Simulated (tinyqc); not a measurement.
## Gap and mass from two generation rates

Inverse problem. In the two-band model the band-to-band tunnelling rate in a uniform field is G = A F^2 exp(-B/F), with B = pi sqrt(m/C) Eg^1.5/4 (V/nm), A = 1e21 (2 q/h) m Eg/(16 pi C B) for G in cm^-3 s^-1 and F in V/nm, C = hbar^2/(2 m0). Find B, A, Eg and m.

Constants: q = 1.602176634e-19 C, hbar = 1.054571817e-34 J s, h = 6.62607015e-34 J s, m0 = 9.1093837015e-31 kg, hbar^2/(2 m0) = 0.0380998212 eV nm^2. Results are converted to the units shown.

G at F = 0.034 and 0.057 V/nm (cm^-3 s^-1): 4.2037685e5  2.5819568e16

Solution. The slope of ln(G/F^2) against 1/F is -B and the intercept gives A. The product A B fixes m Eg, and B = (pi/4) Eg sqrt(m Eg/C) then gives Eg.

B = 2.006 V/nm
A = 1.530e34 cm^-3 s^-1 (V/nm)^-2
Eg = 1.430 eV
m = 0.08500 m0

Program tinyqc, `OMP_NUM_THREADS=1 python tinyqc.py 2620065 2620066 out.jsonl`; Intel Xeon 2.30GHz, shared host, one thread, about 0.01 s.
